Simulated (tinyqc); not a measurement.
Schottky emission and Poole-Frenkel conduction in an insulator, and how to tell them apart: one step of the calculation.

Schottky emission (electrode-limited): J = As T^2 exp[-(pb - b sqrt(F))/Vt], b = sqrt(q/(4 pi eps0 ei)). Poole-Frenkel emission (bulk-limited): J = s0 F exp[-(pt - 2 b sqrt(F))/Vt]. F in V/cm.

Question. Which mechanism made these data. The data come from another sample of the same dielectric, in which one mechanism alone limits the current. Fit straight lines by least squares: ln J on sqrt(F) (Schottky plot, slope b/Vt) and ln(J/F) on sqrt(F) (Poole-Frenkel plot, slope 2 b/Vt), F in V/cm, and read a permittivity from each slope. The right mechanism gives a value near ei, and in any case between ei and es.

Inputs (values chosen for the exercise); dielectric values close to those of silicon nitride:
- T = 300 K (temperature)
- ei = 4.21 (high-frequency relative permittivity)
- es = 7.15 (static relative permittivity)

Constants: q = 1.602176634e-19 C, kB = 1.380649e-23 J/K, Vt = kB T/q, eps0 = 8.8541878128e-14 F/cm where lengths are in cm. Results are converted to the units shown.

```
point,F (MV/cm),J (A/cm^2)
0,1.12,1.276e-10
1,1.97,1.508e-9
2,2.81,1.061e-8
3,3.66,5.775e-8
4,4.5,2.561e-7
```

Wanted: slope of the Schottky plot; permittivity read as Schottky; slope of the Poole-Frenkel plot; permittivity read as Poole-Frenkel.

Answer.

slope of the Schottky plot = 0.007154 (cm/V)^0.5
permittivity read as Schottky = 4.210
slope of the Poole-Frenkel plot = 0.005850 (cm/V)^0.5
permittivity read as Poole-Frenkel = 25.18

Both plots are nearly straight, so straightness decides nothing. Read as Schottky the data give 4.21, which matches ei = 4.21; read as Poole-Frenkel they give 25.2, above even the static value 7.15. The data were made by Schottky emission.

Program tinyqc, `OMP_NUM_THREADS=1 python tinyqc.py 2370029 2370030 out.jsonl`; Intel Xeon 2.30GHz, shared host, one thread, about 0.01 s.
